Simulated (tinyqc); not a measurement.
MOSFET in the linear regime without short-channel effects, parameter extraction from computed curves: one step of the calculation.

Inversion charge Q = Cox n Vt W0(exp((Vg - VT)/(n Vt))), W0 the Lambert function and n = nf; u = Q/Cox; mobility mu = mu0/(1 + th1 u + th2 u^2); channel resistance Rch = (L - dL)/(W mu Q); Id = Vd/(Rch + Rsd/W). Cox = eps0 eox/tox. Small Vd, no channel-length or drain effects.

Task. Threshold and mobility at the peak transconductance. gm_i = (Id_(i+1) - Id_(i-1))/(Vg_(i+1) - Vg_(i-1)); at the point j of largest gm the tangent meets the axis at V_ext = Vg_j - Id_j/gm_j; field-effect mobility gm_j L/(W Cox Vd) with the drawn L.

Parameters, values chosen for the exercise; channel values of the order met in silicon transistors: relative permittivity of the gate insulator (close to silicon dioxide) eox = 3.9; insulator thickness tox = 2.6 nm; low-field mobility mu0 = 160 cm^2/(V s); threshold voltage VT = 0.61 V; gate width W = 10 um; drawn gate length L = 0.76 um; drawn less effective length dL = 0.01 um; drain voltage Vd = 0.05 V.

Constants: eps0 = 8.8541878128e-14 F/cm where lengths are in cm. Results are converted to the units shown.

| point | Vg (V) | Id (uA) |
|---|---|---|
| 0 | 0.37 | 0.0015338775 |
| 1 | 0.49 | 0.079590285 |
| 2 | 0.61 | 2.4267004 |
| 3 | 0.73 | 12.343858 |
| 4 | 0.85 | 25.833804 |
| 5 | 0.97 | 40.305417 |
| 6 | 1.09 | 55.058989 |
| 7 | 1.21 | 69.841849 |
| 8 | 1.33 | 84.540186 |

Give: gm; j; V_ext; field-effect mobility.

Result.

| point | gm (uS) |
|---|---|
| 1 | 10.105 |
| 2 | 51.101 |
| 3 | 97.530 |
| 4 | 116.51 |
| 5 | 121.77 |
| 6 | 123.07 |
| 7 | 122.84 |

j = 6
V_ext = 0.64261 V
field-effect mobility = 140.85 cm^2/(V s)

V_ext is 33 mV above the model VT, and the mobility so found is 13 % below mu0 L/(L - dL) = 162 cm^2/(V s), the value for the drawn L; attenuation, series resistance and the slow approach of Q to a straight line all lower the peak gm.

Program tinyqc, `OMP_NUM_THREADS=1 python tinyqc.py 2210047 2210048 out.jsonl`; Intel Xeon 2.30GHz, shared host, one thread, about 0.01 s.
